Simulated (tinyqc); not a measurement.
Strain dependence: valley-orbit splitting of a donor ground state, with strain. Computed by tinyqc, a small Python program. Command: `OMP_NUM_THREADS=1 python tinyqc.py 3005253 3005254 out.jsonl valleyorbit walk`. One thread of a shared host (Intel(R) Xeon(R) Processor @ 2.30GHz), about 0.01 s of CPU time with the checks.

The basis is the 1s envelope in each valley; energies are counted from the unstrained conduction-band edge. The strain is e_s (a a^T - 1/3) for the unit stress axis a, so valley j along n_j moves by Xi_u e_s w_j with w_j = (n_j.a)^2 - 1/3: -1/3 for x and y, +2/3 for z.

Inputs (values chosen for the exercise, modelled on donors in silicon):

| quantity | value | unit |
|---|---|---|
| single-valley binding energy E_0 | 31.7 | meV |
| central-cell shift Lambda | 2.08 | meV |
| coupling Delta_1 | 3.44 | meV |
| coupling Delta_2 | 2.19 | meV |
| shear deformation potential Xi_u | 8.94 | eV |
| shear strain e_s | 0.00019 | - |

Valleys: six along <100>. Stress axis: [001].

Method:
- By symmetry: E(A1) = E_0 + Lambda + 4 Delta_1 + Delta_2 (one state), E(T2) = E_0 + Lambda - Delta_2 (three), E(E) = E_0 + Lambda - 2 Delta_1 + Delta_2 (two), as binding energies.
- H_jj = -(E_0 + Lambda) + Xi_u e_s w_j; H_jk = -Delta_2 between opposite valleys and -Delta_1 between perpendicular ones.
- The contact hyperfine ratio is A/A_0 = (sum_j c_j)^2/(number of valleys), c_j the valley amplitudes of the ground state; binding from the lowest valley edge.

E(A1) = 49.73 meV

Against strain:

| e_s | Xi_u e_s (w_max - w_min) (meV) | binding (meV) | gap to next level (meV) | A/A_0 |
|---|---|---|---|---|
| -0.001500 | -13.41000 | 42.968 | 11.378 | 0.89389 |
| -0.000570 | -5.09580 | 46.633 | 15.043 | 0.98465 |
| -0.000190 | -1.69860 | 48.629 | 17.039 | 0.99842 |
| -0.000057 | -0.50958 | 49.393 | 17.803 | 0.99986 |
| 0.000057 | 0.50958 | 49.563 | 17.973 | 0.99987 |
| 0.000190 | 1.69860 | 49.194 | 17.604 | 0.99858 |
| 0.000570 | 5.09580 | 48.287 | 16.697 | 0.98882 |
| 0.001500 | 13.41000 | 46.762 | 15.172 | 0.94659 |

What does the comparison show, and why?

A/A_0 falls for either sign of strain, to 0.894 and 0.947 at the ends; its limits are the shares of the valleys that end up lowest, 2/6 under compression and 4/6 under tension. Near zero strain A/A_0 changes in second order, the binding in first. The binding energy drops from 49.73 meV to 42.97 and 46.76 meV, since fewer valleys share the valley-orbit gain.

Extremes, crossings and ranges named in words are read from the listed rows.
